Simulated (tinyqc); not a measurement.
Debye-Callaway model of lattice thermal conductivity. From isotopically pure to strongly disordered. Computed by tinyqc, a small Python program. Command: `OMP_NUM_THREADS=1 python tinyqc.py 3002816 3002817 out.jsonl callaway sweep`. One thread of a shared host (Intel(R) Xeon(R) Processor @ 2.30GHz), about 0.02 s of CPU time with the checks.

Three acoustic branches with one velocity v, cut at omega_D = k_B Theta/hbar; x = hbar omega/(k_B T). v and Theta are separate inputs: Theta cuts off the heat-carrying modes, so C need not reach 3 k_B/V. gamma is an effective value that sets the umklapp rate.

Inputs (values chosen for the exercise, modelled on indium phosphide):
```
quantity                              value        unit
sound velocity v                       3360         m/s
Debye temperature Theta                 317           K
volume per atom V                      25.3  angstrom^3
mean atomic mass M                     72.9           u
effective Grueneisen parameter gamma   1.56           -
umklapp exponent divisor b                3           -
Casimir length L                         88  micrometre
temperature T                           200           K
```

Sample: crystal. Point defects: isotopes. Normal processes: left out.

Constants: k_B = 1.380649e-23 J/K; hbar = 1.054571817e-34 J s; u = 1.6605390666e-27 kg.

Method:
- Gamma is given directly by the isotope mixture. A = V Gamma/(4 pi v^3).
- Rates: point defects A omega^4; umklapp B omega^2 T exp(-Theta/(b T)) with B = hbar gamma^2/(M v^2 Theta). Boundaries: v/L.
- kappa_1 = c int tau_C g dx, g = x^4 e^x/(e^x - 1)^2, c = (k_B/(2 pi^2 v)) (k_B T/hbar)^3, over 0 < x < min(Theta/T, 40), by 96 Gauss-Legendre points in s with x = x_max s^2; tau_C = tau_R, the inverse of the summed rates, and kappa = kappa_1.
- Heat capacity C = 3 c int g dx / v^2; grey free path 3 kappa/(C v); the median free path v tau_C halves kappa_1 when the quadrature points are ordered by free path (each counted at half its weight, interpolated in the logarithm); likewise at 10 % and 90 %.

One run for each value:
```
mass variance Gamma  kappa (W/(m K))  median free path (nm)  grey free path (nm)
1.00e-07                      112.24                 116.62               85.923
5.00e-07                      112.22                 116.63               85.909
2.00e-06                      112.15                 116.68               85.854
1.00e-05                      111.77                 116.95               85.565
5.00e-05                      109.95                 118.40               84.170
3.00e-04                      100.53                 126.95               76.965
1.00e-03                       84.09                 148.81               64.375
6.00e-03                       49.23                 264.14               37.689
3.00e-02                       24.42                 598.95               18.698
```

Over the rows, kappa (W/(m K)) falls from 112 to 24.4 (exponent d ln y / d ln x -1.1e-4 between the first rows and -0.44 between the last); median free path (nm) rises from 117 to 599 (exponent d ln y / d ln x 7.3e-5 between the first rows and 0.51 between the last); grey free path (nm) falls from 85.9 to 18.7 (exponent d ln y / d ln x -1.1e-4 between the first rows and -0.44 between the last). At the low end the exponent of kappa is 0.00, close to 0: so few defects do not matter. Rayleigh scattering grows as omega^4, so it removes the short waves first and leaves the heat to longer ones; each further decade of defects therefore costs less than a decade of kappa (steepest exponent here -0.44).
